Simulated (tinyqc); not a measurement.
Atomic layer deposition: Langmuir saturation, growth per cycle and coating of deep features: one step, computed by the program tinyqc.

Precursor A sticks only on free sites, so a long enough pulse saturates; co-reactant B then frees the sites again.

Question. Steady growth per cycle. One cycle from coverage th0: pulse A gives th1 = th_s + (th0 - th_s) exp(-(k_a + k_d) t), th_s = k_a/(k_a + k_d); the purge leaves th2 = th1 exp(-k_d t_p); pulse B converts c_B th2 into film and leaves th3 = (1 - c_B) th2. Growth = G c_B th2. The periodic state has th0 = th3: th0 = (1 - c_B) e_p th_s (1 - e_a)/(1 - (1 - c_B) e_p e_a), with e_a = exp(-(k_a + k_d) t), e_p = exp(-k_d t_p). Share of impinging molecules used = q (th1 - th0)/(F t).

Inputs (values chosen for the exercise, modelled on zinc oxide from diethylzinc and water):

| quantity | value | unit |
|---|---|---|
| site density q | 7.6 | 1/nm^2 |
| growth per cycle at saturation G | 1.9 | angstrom |
| temperature T | 175 | C |
| pulse time t | 0.0083 | s |
| co-reactant completion per pulse c_B | 0.999 | - |
| purge time t_p | 1.3 | s |

k_a = 226.4793 1/s

k_d = 0.04031376 1/s

flux F = 122945.9 1/(nm^2 s)

Give: coverage after pulse A; growth per cycle; share of impinging molecules used.

Answer.

coverage after pulse A = 0.8474

growth per cycle = 1.526 angstrom

share of impinging molecules used = 0.006305

The pulse is 1.88 filling times long: not fully saturated, so thickness still depends somewhat on the local dose. Desorption in the purge removes 5.1 % of the layer: the temperature window closes from above.
